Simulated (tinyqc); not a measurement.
Coupling ratio and rate constant from the late transient.

Problem. Long after the knee a floating-gate cell follows U = Vg - (tox/ag) B/ln(K t). Find K and ag.

Parameters, values chosen for the exercise: tunnel oxide thickness tox = 9.3 nm; control-gate voltage Vg = 21.1 V.

U at t = 0.0004 and 0.04 s (V): [2.6563154, 5.4519036]
B = 25.560464 V/nm

Answer. 1/(Vg - U) is linear in ln t; the ratio of the two values gives ln(K t_a), and either value gives ag.

K = 3.92e14 1/s
ag = 0.500

Computed by the program tinyqc: `OMP_NUM_THREADS=1 python tinyqc.py 2130021 2130022 out.jsonl`, one thread of a shared Intel Xeon 2.30GHz, about 0.01 s for the whole run.
